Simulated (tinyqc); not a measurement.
Scattering of inversion-layer electrons by surface optical phonons of the gate insulator (remote phonon scattering): one step, computed by the program tinyqc.

One subband with the Fang-Howard envelope; insulator and channel are half-spaces, the gate is far away, and an interlayer only moves the polar surface away by t (its own modes and its permittivity contrast are left out).

Task: Surface modes and strengths. eps(w) = eps_inf + (eps_0s - eps_i) w1^2/(w1^2 - w^2) + (eps_i - eps_inf) w2^2/(w2^2 - w^2). Surface modes solve eps(w) + eps_s = 0, a quadratic in w^2; the strength of a mode is g = 2/(w d eps/dw). Occupation N = 1/(exp(hbar w/(k_B T)) - 1).

Inputs (values chosen for the exercise, modelled on Al2O3 on silicon):

| quantity | value | unit |
|---|---|---|
| static constant of the insulator eps_0s | 12.3 | - |
| intermediate constant eps_i | 7.18 | - |
| optical constant eps_inf | 3.2 | - |
| hbar omega_TO1 | 47.5 | meV |
| hbar omega_TO2 | 72.7 | meV |
| constant of the channel eps_s | 11.7 | - |
| temperature T | 400 | K |

Constants: k_B = 8.617333262e-05 eV/K.

Give: hbar omega_SO; strengths g; occupations N; hbar omega g (2 N + 1).

Result:

hbar omega_SO (meV): 1 52.478, 2 83.514

strengths g: 1 0.007274, 2 0.018173

occupations N: 1 0.27906, 2 0.09729

hbar omega g (2 N + 1) (meV): 1 0.5948, 2 1.8130

The upper mode has the larger hbar omega g N, the prefactor of absorption before the dependence on q: 0.107 and 0.148 meV.
